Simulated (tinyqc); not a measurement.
Inside a calculation. Model: MOS capacitor on a p-type substrate, surface potential from the exact charge relation.

tinyqc, about 0.01 s, one thread, Intel Xeon 2.30GHz (shared host): `OMP_NUM_THREADS=1 python tinyqc.py 2060173 2060174 out.jsonl` Printed values are rounded.

Uniform p-type substrate, Boltzmann statistics, full ionisation, classical densities. psi is the surface potential against the body (positive when the bands bend down) and u = psi/Vt. Traps are spread evenly over the gap and neutral at flat band, so their charge is -q Dit psi; the minority quasi-Fermi level is shifted by Vb.

Values chosen for this exercise; band and dielectric values close to those of 4H silicon carbide: temperature T = 250 K; band gap Eg = 3.3 eV; relative permittivity eps_r = 9.56; conduction-band density of states at T Nc = 1.29e19 cm^-3; valence-band density of states at T Nv = 1.89e19 cm^-3; electron affinity chi = 3.62 eV; acceptor density of the substrate N = 3.2e18 cm^-3; relative permittivity of the gate insulator (close to aluminium oxide) eox = 8.75; insulator thickness tox = 5.2 nm; gate work function phiM = 3.92 eV; fixed charge at the interface, in units of q Nf = 0 cm^-2; density of interface traps Dit = 0 cm^-2 eV^-1; reverse bias of the inversion layer against the body Vb = 1.5 V; gate voltage against the body Vg = 3.32 V.

Constants: q = 1.602176634e-19 C, kB = 1.380649e-23 J/K, Vt = kB T/q, eps0 = 8.8541878128e-14 F/cm where lengths are in cm. Results are converted to the units shown.

Range of the model: At this gate voltage the surface density exceeds 0.3 of the band density of states, so degeneracy and confinement would lower the charge and capacitance.

## Flat band, threshold and scales

ni = sqrt(Nc Nv) exp(-Eg/(2 Vt)), Eg in volts; phiF = Vt ln(N/ni); Cox = eps0 eox/tox; Vfb = phiM - chi - (Eg - Vt ln(Nv/N)) - q Nf/Cox; Q0 = sqrt(2 eps0 eps_r q N Vt); r = (ni/N)^2 exp(-Vb/Vt); VT = Vfb + [(2 phiF + Vb)(1 + q Dit/Cox) + sqrt(2 eps0 eps_r q N (2 phiF + Vb))/Cox].

ni = 8.530799e-15 cm^-3
phiF = 1.615853 V
Cox = 1.489887 uF/cm^2
Vfb = -2.961739 V
Q0 = 136.7429 nC/cm^2
r = 4.102139e-96
VT = 3.130171 V

## Starting value

psi = Vg - Vfb, limited to the range from -4 Vt to +(2 phiF + Vb + 4 Vt).

psi at the start = 4.817879 V

## Iteration 1: Newton step for the surface potential

u = psi/Vt; F^2 = exp(-u) + u - 1 + r (exp(u) - u - 1); Qs = -sign(u) Q0 F; Cs = -dQs/dpsi = (Q0/Vt) |1 - exp(-u) + r (exp(u) - 1)|/(2 F). f = Vfb + psi + (q Dit psi - Qs)/Cox - Vg, f' = 1 + (Cs + q Dit)/Cox, psi(new) = psi - f/f'.

u = 223.6367
F = 16.65037
Qs = -2276.821 nC/cm^2
Cs = 10.59738 uF/cm^2
f = 0.06432335 V
f' = 8.112873
psi after iteration 1 = 4.809951 V

## Iteration 2: Newton step for the surface potential

As before.

u = 223.2686
F = 16.12625
Qs = -2205.151 nC/cm^2
Cs = 7.633395 uF/cm^2
f = 0.008290558 V
f' = 6.123471
psi after iteration 2 = 4.808597 V

## Course of the Newton iteration

Stop when the step is below 1e-10 V, or after 60 iterations.

Course of the iteration:

| iteration | psi before the step (V) | f (V) | step (V) |
|---|---|---|---|
| 1 | 4.817879 | 0.0643 | -7.93e-3 |
| 2 | 4.809951 | 8.29e-3 | -1.35e-3 |
| 3 | 4.808597 | 1.93e-4 | -3.30e-5 |
| 4 | 4.808564 | 1.10e-7 | -1.89e-8 |
| 5 | 4.808564 | 3.64e-14 | -6.22e-15 |

Converged in 5 iterations.

## Charges, field and capacitances at the solution

converged psi = 4.808564 V

u = psi/Vt; F^2 = exp(-u) + u - 1 + r (exp(u) - u - 1); Qs = -sign(u) Q0 F; Cs = -dQs/dpsi = (Q0/Vt) |1 - exp(-u) + r (exp(u) - 1)|/(2 F). Low frequency: 1/C_LF = 1/Cox + 1/(Cs + q Dit). High frequency, in the simple estimate in which traps and minority carriers do not follow: 1/C_HF = 1/Cox + 1/Cd, Cd being Cs with r = 0 at the same psi. Minority sheet density N_inv = (Q0/(2 q)) int_0^u r (exp(t) - 1)/F(t) dt for u > 0. Oxide field |Qs - q Dit psi + q Nf|/(eps0 eox).

Qs = -2194.865 nC/cm^2
N_inv = 9.789925e11 cm^-2
oxide field = 2.833029 MV/cm
Cs = 7.203335 uF/cm^2
C_LF/Cox = 0.8286151
C_HF/Cox = 0.1250329

The surface is in strong inversion (borders at |psi| = 0, phiF + Vb and 2 phiF + Vb = 4.73 V). Minority carriers make up 7.15 % of Qs.
